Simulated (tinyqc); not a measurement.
Biaxially strained (001) channel, valley splitting in an inversion layer: two steps of the calculation.

A thin layer grown on a relaxed buffer is stretched in the plane. The two valleys with their long axis along the growth direction (D2) sink against the four in-plane ones (D4); confinement in a triangular well splits them too. Only the lowest subband of each set is kept; one relaxation time, so the weakening of intervalley scattering is left out.

Values chosen for this exercise; values close to those of silicon on relaxed silicon-germanium:
```
symbol   value   unit                                meaning
T          250      K                            temperature
x         0.15         germanium share of the relaxed buffer
b1      0.0418                   lattice mismatch per unit x
c11        163    GPa                       elastic constant
c12       63.3    GPa                       elastic constant
Xu        8.86     eV            shear deformation potential
ml         0.9     m0                      longitudinal mass
mt       0.194     m0                        transverse mass
F         0.62  MV/cm                        confining field
Ns      8.5e11  cm^-2                      inversion density
```

Constants: q = 1.602176634e-19 C, kB = 1.380649e-23 J/K, hbar = 1.054571817e-34 J s, m0 = 9.1093837015e-31 kg, Vt = kB T/q, hbar^2/(2 m0) = 0.0380998212 eV nm^2. Results are converted to the units shown.

Question 1. Subband edges and densities of states. Levels E(m) = 2.33811 (hbar^2 q^2 F^2/(2 m))^(1/3): E2 = E(ml), E4 = E(mt) + D; N2 = 2 mt kB T/(pi hbar^2), N4 = 4 sqrt(mt ml) kB T/(pi hbar^2).

D = 98.698878 meV

Find: E2; E4; N2; N4.

Answer 1.

E2 = 0.12765 eV
E4 = 0.31159 eV
N2 = 3.4917e12 cm^-2
N4 = 1.5042e13 cm^-2

Of the gap E4 - E2 = 184 meV, confinement gives 85.2 meV.

Question 2. Fermi level by Newton steps. f = N2 ln(1 + exp((EF - E2)/Vt)) + N4 ln(1 + exp((EF - E4)/Vt)) - Ns, f' = [N2/(1 + exp((E2 - EF)/Vt)) + N4/(1 + exp((E4 - EF)/Vt))]/Vt, EF(new) = EF - f/f'.

EF after iteration 1 = 0.10842724 eV
E2 = 0.12764962 eV
E4 = 0.31159437 eV
N2 = 3.4917394e12 cm^-2
N4 = 1.5041537e13 cm^-2

Give: f; f'; EF after iteration 2.

Answer 2.

f = 3.5025e11 cm^-2
f' = 4.7163e13 cm^-2/eV
EF after iteration 2 = 0.10100 eV

tinyqc, about 0.01 s, one thread, Intel Xeon 2.30GHz (shared host): `OMP_NUM_THREADS=1 python tinyqc.py 2530024 2530025 out.jsonl`
